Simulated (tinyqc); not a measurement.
## Gate voltage from the surface potential

Problem. At the source end, Vgs + Vsb - Vfb - psi = gamma sqrt(G), G = psi - Vt + Vt exp((psi - 2 phiF - Vsb)/Vt), and the voltage over the insulator is gamma sqrt(G). Find that voltage and Vgs.

Parameters, values chosen for the exercise:
- T = 273 K (temperature)
- Vfb = -0.6 V (flat-band voltage)
- Vsb = 0 V (source-body reverse bias)

Constants: q = 1.602176634e-19 C, kB = 1.380649e-23 J/K, Vt = kB T/q. Results are converted to the units shown.

psi = 0.91206072 V
phiF = 0.44258642 V
gamma = 2.0163017 V^0.5

Answer. In this direction the relation is explicit: no iteration is needed.

voltage over the insulator = 1.98 V
Vgs = 2.29 V

tinyqc, about 0.04 s, one thread, Intel Xeon 2.30GHz (shared host): `OMP_NUM_THREADS=1 python tinyqc.py 2360034 2360035 out.jsonl`
